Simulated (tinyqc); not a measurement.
What each parameter does: buckled dimers of a reconstructed (001) surface, two dangling bonds a dimer.

In a dimer one atom moves up by z and the other down by z; the dangling bond of the up atom (more s-like) falls by gm z and that of the down atom rises by gm z. With all dimers tilted alike: H(k) = [[-gm z - 2 ta cos k, -tp - 2 tx cos k], [., gm z - 2 ta cos k]], k along the row in 1/a. Two electrons a dimer fill the lowest N of the 2N levels on the mesh k_j = (j + 1/2) pi/N. Total energy a dimer: W(z) = (2/N) sum of the filled levels + kf z^2. Repulsion between electrons is left out.

Parameters, chosen for this exercise (of the size met on Si(001); the results hold for these values, not for the real material):
```
symbol  value  unit           meaning
tp      0.35   eV             pi coupling inside a dimer
ta      0.06   eV             coupling between like atoms along the row
tx      0.06   eV             diagonal coupling along the row
gm      1.72   eV/angstrom    shift of a dangling bond with height
kf      5      eV/angstrom^2  force constant of buckling
N       8                     k points
```

z minimises W on 0 to 1 angstrom; gain over flat dimers; gap on 201 points from 0 to pi.

Results for these values:
```
case  z (angstrom)  gain (eV)  gap (eV)
base        0.2775     0.1067    0.9596
```

What happens to each result for kf = 4.5 eV/angstrom^2, all else kept?

Answer: z rises from 0.2775 to 0.3229; gain rises from 0.1067 to 0.1516; gap rises from 0.9596 to 1.0888.

The same for each parameter in turn:
```
case                    z (angstrom)  gain (eV)  gap (eV)
base                          0.2775     0.1067    0.9596
tp = 0.297 eV                 0.2965     0.1559    0.9585
ta = 0.09 eV                  0.2775     0.1067    0.8396
tx = 0.09 eV                  0.2773     0.1167    0.9753
gm = 1.858 eV/angstrom        0.3195     0.1756    1.1539
kf = 4.5 eV/angstrom^2        0.3229     0.1516    1.0888
```

tinyqc: `OMP_NUM_THREADS=1 python tinyqc.py 1452348 1452349 out.jsonl`; about 0.02 s, one thread, shared Intel(R) Xeon(R) Processor @ 2.30GHz.
